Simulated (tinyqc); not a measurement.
Worked calculation: FCI on RHF in the 6-31g basis, for H-, spin multiplicity 1. The basis has no diffuse functions, so it cannot describe the extra electron: this is an exercise in the method, not the real anion. Computed by tinyqc, a small Python program that keeps every step (integrals from PySCF). Settings: charge = -1, multiplicity = 1, basis = 6-31g, method = RHF, energy threshold = 1e-10, iteration cap = 81, orthogonalisation = symmetric, start = Wolfsberg-Helmholz matrix, DIIS depth = 6, ci = FCI. Command: `OMP_NUM_THREADS=1 python tinyqc.py 29792 29793 out.jsonl` (the two numbers bound the seeds that draw the settings). One thread of a shared host (Intel(R) Xeon(R) Processor @ 2.60GHz), about 0.09 s of CPU time with the checks. The early iterations of the SCF are left out here.

## One-electron integrals

Geometry (angstrom):
```
atom         x         y         z
H     0.000000  0.000000  0.000000
```

Basis 6-31g: exponents (1/bohr^2) and contraction coefficients of normalised primitives:
```
element  l (shell)   exponent  coefficient
H            s (1)  18.731137     0.033495
H            s (1)   2.825394     0.234727
H            s (1)   0.640122     0.813757
H            s (2)   0.161278     1.000000
```

Overlap, kinetic and nuclear-attraction integrals over the contracted functions; the nuclear repulsion is the sum of Za Zb / Rab.

nuclear repulsion = 0 hartree

overlap S:
```
          1H 1s     1H 2s
1H 1s  1.000000  0.658292
1H 2s  0.658292  1.000000
```

kinetic energy T (hartree):
```
          1H 1s     1H 2s
1H 1s  1.395678  0.259735
1H 2s  0.259735  0.241917
```

nuclear attraction V (hartree):
```
           1H 1s      1H 2s
1H 1s  -1.653231  -0.742311
1H 2s  -0.742311  -0.640851
```

core Hamiltonian H = T + V (hartree):
```
           1H 1s      1H 2s
1H 1s  -0.257552  -0.482576
1H 2s  -0.482576  -0.398935
```

## Two-electron integrals

Functions are numbered as in S; the eight-fold symmetry (ij|kl) = (ji|kl) = (kl|ij) leaves the list below.

Two-electron integrals (ij|kl) in chemists' order, unique and non-zero (hartree):
```
(11|11) 1.076566   (21|11) 0.578470   (21|21) 0.329423   (22|11) 0.587396
(22|21) 0.361304   (22|22) 0.453150
```

## Orthogonalisation

S = U s U^T; symmetric (Loewdin) form X = U s^(-1/2) U^T, so that X^T S X = 1.

eigenvalues of S: 0.341708  1.658292

X:
```
           1H 1s      1H 2s
1H 1s   1.243622  -0.467072
1H 2s  -0.467072   1.243622
```

## Iteration 9 (converged): orbitals

converged F (hartree):
```
           1H 1s      1H 2s
1H 1s   0.609643  -0.123666
1H 2s  -0.123666   0.101393
```

Diagonalise F' = X^T F X, C = X C', fill 1 alpha and 1 beta electrons from the bottom; D = 2 C_occ C_occ^T. Each column has its largest component positive (the first on a tie).

F' = X^T F X (hartree):
```
           1          2
1   1.108658  -0.631254
2  -0.631254   0.433477
```

orbital energies (hartree): MO1 0.055212, MO2 1.486923

coefficients C:
```
            MO1        MO2
1H 1s  0.238585   1.306840
1H 2s  0.826681  -1.039880
```

D after iteration 9:
```
          1H 1s     1H 2s
1H 1s  0.113846  0.394468
1H 2s  0.394468  1.366804
```

## Convergence

Stop when the energy changes by less than 1e-10 hartree and every element of the error matrix X^T (F D S - S D F) X is below 3e-06.

Course of the cycle:
```
iteration  E (hartree)     change  largest element of the error matrix
1          -0.40337643          -                             2.20e-01
2          -0.42217033  -1.88e-02                             2.61e-02
3          -0.42244191  -2.72e-04                             2.24e-04
4          -0.42244193  -1.63e-08                             9.86e-05
5          -0.42244193  -2.29e-09                             6.32e-05
6          -0.42244193  -7.32e-10                             4.66e-05
7          -0.42244193  -3.24e-10                             3.69e-05
8          -0.42244193  -5.45e-10                             1.02e-07
9          -0.42244193  -4.00e-15                             3.15e-10
```

PySCF RHF in the same basis = -0.42244193 hartree

Converged in 9 iterations.

## Integrals over molecular orbitals

(pq|rs) = sum C_ip C_jq C_kr C_ls (ij|kl), one index at a time.

one-electron integrals over orbitals h = C^T H C (hartree):
```
           1          2
1  -0.477654  -0.138978
2  -0.138978   0.440356
```

Two-electron integrals over orbitals (pq|rs), unique and non-zero (hartree):
```
(11|11) 0.532867   (21|11) 0.138978   (21|21) 0.136050   (22|11) 0.591309
(22|21) 0.243852   (22|22) 0.778941
```

## FCI: determinants and Hamiltonian

Hartree-Fock energy = -0.42244193 hartree

Slater-Condon rules over spin orbitals, with the nuclear repulsion added and E(HF) subtracted on the diagonal.

Occupation strings over the orbitals (2 doubly, a alpha, b beta, 0 empty; spin orbitals ordered 1a 1b 2a 2b ...): 20 ab ba 02

H - E(HF) between determinants (hartree):
```
          20         ab         ba         02
20  0.000000   0.000000   0.000000   0.136050
ab  0.000000   0.976452  -0.136050   0.104874
ba  0.000000  -0.136050   0.976452  -0.104874
02  0.136050   0.104874  -0.104874   2.082095
```

## FCI: roots

Diagonalise (each vector has its largest component positive (the first on a tie)); all determinants have Ms = 0, so triplets appear too. The lowest singlet root is the correlation energy.

lowest roots of this matrix, relative to E(HF) (hartree): -0.008936  0.840402  1.090688  2.112845

lowest vectors:
```
       root 1    root 2     root 3     root 4
20   0.997813  0.000000  -0.018148   0.063567
ab   0.006129  0.707107   0.699465   0.103495
ba  -0.006129  0.707107  -0.699465  -0.103495
02  -0.065536  0.000000  -0.145492   0.987186
```

<S^2> of these roots: 0.000000  2.000000  0.000000  0.000000

weight of the ground state by excitation level 0, 1, 2, ...: 0.995630  0.000075  0.004295
